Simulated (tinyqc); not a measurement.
# Capacitance measurement on a leaky thin oxide: effects of series resistance and leakage, step by step

Program tinyqc, `OMP_NUM_THREADS=1 python tinyqc.py 2022151 2022152 out.jsonl`; Intel Xeon 2.30GHz, shared host, one thread, about 0.01 s. Printed values are rounded.

The device is a capacitance C in parallel with a leakage conductance G, in series with Rs and Ls. An impedance meter reports either a parallel pair (Cp, Gp) from Y = 1/Z = Gp + i w Cp or a series pair (Cs, Rm) from Z = Rm + 1/(i w Cs); w = 2 pi f, dissipation D = Gp/(w |Cp|).

Values chosen for this exercise; values of the order met in thin-oxide MOS capacitors:

| symbol | value | unit | meaning |
|---|---|---|---|
| eox | 3.9 |  | relative permittivity of the gate insulator (close to silicon dioxide) |
| tox | 1.4 | nm | insulator thickness |
| A | 100 | um^2 | gate area |
| zc | 0.59 | nm | oxide-equivalent thickness added by the accumulation layer |
| zp | 0 | nm | oxide-equivalent thickness added by gate depletion |
| Jg | 0.14 | A/cm^2 | gate leakage current density, not matched to the thickness |
| Vs | 0.35 | V | voltage for an e-fold rise of the leakage |
| Rs | 460 | ohm | series resistance |
| Ls | 330 | nH | series inductance |
| f | 1e5 | Hz | measuring frequency |

Constants: eps0 = 8.8541878128e-14 F/cm where lengths are in cm. Results are converted to the units shown.

## True capacitance and conductance

EOT = 3.9 tox/eox; CET = EOT + zc + zp; C = 3.9 eps0 A/CET; G = Jg A/Vs.

EOT = 1.4 nm
CET = 1.99 nm
C = 1.735243 pF
G = 0.4 uS

## What the meter reports

Z = Rs + i w Ls + 1/(G + i w C).

Z = (2.970371-8.083838i) x 1e5 ohm
Cp = 1.734604 pF
Gp = 0.4004731 uS
Cs = 1.968804 pF
D = 0.3674456

Cp is 0.037 % below C and Cs is 13 % above it; G Rs = 1.84e-4, w C Rs = 5.02e-4 and G/(w C) = 0.367.
